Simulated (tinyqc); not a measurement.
Inside a calculation. Method: Jacobi rotations on a symmetric matrix. Computed by tinyqc, a small Python program that keeps every step. Settings: method = jacobi. Command: `OMP_NUM_THREADS=1 python tinyqc.py 20599 20600 out.jsonl` (the two numbers bound the seeds that draw the settings). One thread of a shared host (Intel(R) Xeon(R) Processor @ 2.60GHz), about 0.01 s of CPU time with the checks.

## Jacobi rotation 1

A:
$$\begin{pmatrix}
0.005000 & -0.079000 & -0.055000 & -0.136000 & 0.076000 & -0.050000 \\
-0.079000 & 0.750000 & 0.069000 & -0.114000 & 0.003000 & -0.034000 \\
-0.055000 & 0.069000 & 0.777000 & -0.022000 & -0.091000 & -0.153000 \\
-0.136000 & -0.114000 & -0.022000 & 1.371000 & -0.163000 & -0.065000 \\
0.076000 & 0.003000 & -0.091000 & -0.163000 & 2.123000 & -0.157000 \\
-0.050000 & -0.034000 & -0.153000 & -0.065000 & -0.157000 & 2.864000
\end{pmatrix}$$

Take the largest off-diagonal element A_pq; tan 2 theta = 2 A_pq / (A_qq - A_pp) with |theta| <= pi/4; A' = J^T A J with J_pp = J_qq = cos, J_pq = sin, J_qp = -sin.

p, q, theta (rad): [4.000000, 5.000000, -0.204529]

A':
$$\begin{pmatrix}
0.005000 & -0.079000 & -0.055000 & -0.117729 & 0.102038 & -0.050000 \\
-0.079000 & 0.750000 & 0.069000 & -0.111015 & 0.026092 & -0.034000 \\
-0.055000 & 0.069000 & 0.777000 & -0.040024 & -0.084635 & -0.153000 \\
-0.117729 & -0.111015 & -0.040024 & 1.337189 & 0.000000 & -0.095533 \\
0.102038 & 0.026092 & -0.084635 & 0.000000 & 2.156811 & -0.140526 \\
-0.050000 & -0.034000 & -0.153000 & -0.095533 & -0.140526 & 2.864000
\end{pmatrix}$$

## Jacobi rotation 2

As before.

p, q, theta (rad): [3.000000, 6.000000, -0.072792]

A':
$$\begin{pmatrix}
0.005000 & -0.079000 & -0.058491 & -0.117729 & 0.102038 & -0.045868 \\
-0.079000 & 0.750000 & 0.066345 & -0.111015 & 0.026092 & -0.038928 \\
-0.058491 & 0.066345 & 0.765843 & -0.046866 & -0.094631 & 0.000000 \\
-0.117729 & -0.111015 & -0.046866 & 1.337189 & 0.000000 & -0.092369 \\
0.102038 & 0.026092 & -0.094631 & 0.000000 & 2.156811 & -0.133998 \\
-0.045868 & -0.038928 & 0.000000 & -0.092369 & -0.133998 & 2.875157
\end{pmatrix}$$

## Jacobi rotation 3

As before.

p, q, theta (rad): [5.000000, 6.000000, -0.178541]

A':
$$\begin{pmatrix}
0.005000 & -0.079000 & -0.058491 & -0.117729 & 0.092270 & -0.063260 \\
-0.079000 & 0.750000 & 0.066345 & -0.111015 & 0.018763 & -0.042943 \\
-0.058491 & 0.066345 & 0.765843 & -0.046866 & -0.093127 & 0.016806 \\
-0.117729 & -0.111015 & -0.046866 & 1.337189 & -0.016404 & -0.090901 \\
0.092270 & 0.018763 & -0.093127 & -0.016404 & 2.132629 & 0.000000 \\
-0.063260 & -0.042943 & 0.016806 & -0.090901 & 0.000000 & 2.899339
\end{pmatrix}$$

## All rotations

The off-diagonal norm falls at every rotation.

Rotations:
```
step    p    q      theta  off-diagonal norm
1       4    5  -0.204529           4.82e-01
2       3    6  -0.072792           4.30e-01
3       5    6  -0.178541           3.86e-01
4       1    4  -0.087469           3.49e-01
5       2    4  -0.167030           3.16e-01
6       3    5  -0.067718           2.88e-01
7       1    5   0.043956           2.55e-01
8       1    2  -0.115861           2.23e-01
9       1    6  -0.026318           1.94e-01
10      4    6  -0.050008           1.61e-01
11      2    3   0.721481           1.31e-01
...   ...  ...        ...                ...
29      2    6  -0.000046           6.16e-05
30      1    3  -0.000049           1.98e-05
31      1    2  -0.000016           1.12e-05
32      2    5  -3.04e-06           9.34e-06
33      4    5   0.000006           6.94e-06
34      2    4   0.000006           4.22e-06
35      3    6  -1.42e-06           4.85e-07
36      1    4   2.31e-07           1.74e-07
37      5    6   1.60e-07           1.58e-08
38      3    5   6.40e-09           1.02e-08
39      2    3   5.46e-08           1.32e-09
```

eigenvalues: [-0.024761, 0.683822, 0.815230, 1.365445, 2.143802, 2.906462]
